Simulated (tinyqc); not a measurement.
# Germanium share from the critical thickness

Problem. Critical thickness (Matthews-Blakeslee, 60-degree dislocations): h = bv (1 - nu/4)[ln(h/bv) + 1]/(4 pi e_par (1 + nu)), nu = c12/(c11 + c12). e_par = b1 x. Find e_par and x.

Inputs (values chosen for the exercise): lattice mismatch per unit x b1 = 0.0418; elastic constant c11 = 168 GPa; elastic constant c12 = 64.3 GPa; Burgers vector bv = 0.384 nm.

critical thickness = 6.9108424 nm

Answer. For given h the relation is explicit in the strain.

e_par = 1.254 %
x = 0.3000

Numbers from tinyqc (`OMP_NUM_THREADS=1 python tinyqc.py 2530156 2530157 out.jsonl`; about 0.05 s on one thread of a shared Intel Xeon 2.30GHz).
